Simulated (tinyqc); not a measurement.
# Trap density from the barrier height

Inverse problem. In a partly depleted grain with all boundary traps filled, 2 N W = Qt and VB = q N W^2/(2 eps0 eps_r). Find Qt, W and the doping at which VB would equal Vt.

Values chosen for this exercise:
```
symbol,value,unit,meaning
T,350,K,temperature
eps_r,11.7,,relative permittivity
```

Constants: q = 1.602176634e-19 C, kB = 1.380649e-23 J/K, Vt = kB T/q, eps0 = 8.8541878128e-14 F/cm where lengths are in cm. Results are converted to the units shown.

doping = 2.7e17 cm^-3
barrier height = 0.20692830 V

Answer. Eliminating W gives VB = q Qt^2/(8 eps0 eps_r N), which falls as 1/N.

Qt = 1.700e12 cm^-2
W = 31.48 nm
doping for VB = Vt = 1.852e18 cm^-3

Computed by the program tinyqc: `OMP_NUM_THREADS=1 python tinyqc.py 2830031 2830032 out.jsonl`, one thread of a shared Intel Xeon 2.30GHz, about 0.01 s for the whole run.
